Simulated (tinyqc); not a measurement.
Piezoresistors in the (001) plane of a cubic crystal: effect of the direction of the resistor.

Plane stress in crystal axes x = [100], y = [010]. First-order piezoresistance: d rho_xx/rho = p11 sxx + p12 syy, d rho_yy/rho = p12 sxx + p11 syy, d rho_xy/rho = p44 sxy; a resistor along d = (cos th, sin th) changes by dR/R = d.(d rho/rho).d. Changes of geometry and second-order terms are left out.

For uniaxial stress along or across the current: pL = p11 - (A/2) sin^2(2 th), pT = p12 + (A/2) sin^2(2 th), A = p11 - p12 - p44. dR/R is for the given stress.

Inputs (values chosen for the exercise); coefficients close to those of lightly doped p-type silicon:

| symbol | value | unit | meaning |
|---|---|---|---|
| p11 | 6.98 | x 1e-11/Pa | piezoresistive coefficient |
| p12 | -1.03 | x 1e-11/Pa | piezoresistive coefficient |
| p44 | 141 | x 1e-11/Pa | piezoresistive coefficient |
| Sx | -232 | MPa | stress sxx |
| Sy | -33 | MPa | stress syy |
| St | 61 | MPa | shear stress sxy |

Effect of the direction of the resistor:
```
th (deg)  pL (1e-11/Pa)  pT (1e-11/Pa)  pL - pT (1e-11/Pa)  dR/R (%)
0                 6.980         -1.030               8.010    -1.585
10                14.76         -8.808               23.57     1.404
20                34.45         -28.50               62.96     4.130
30                56.85         -50.90               107.8     6.262
45                73.47         -67.53               141.0     7.813
60                56.85         -50.90               107.8     7.059
75                23.60         -17.65               41.26     4.202
90                6.980         -1.030               8.010  0.008620
```

The sum pL + pT = p11 + p12 = 5.95 holds in every row. |pL - pT|, which sets the output of a bridge under uniaxial stress, is largest at 45 degrees (141) and is 8.01 at 0 degrees. The change dR/R goes from -1.59 through a maximum of 7.81 (at th = 45 deg among the rows listed) to 0.00862 %.

Program tinyqc, `OMP_NUM_THREADS=1 python tinyqc.py 2530146 2530147 out.jsonl`; Intel Xeon 2.30GHz, shared host, one thread, about 0.01 s.
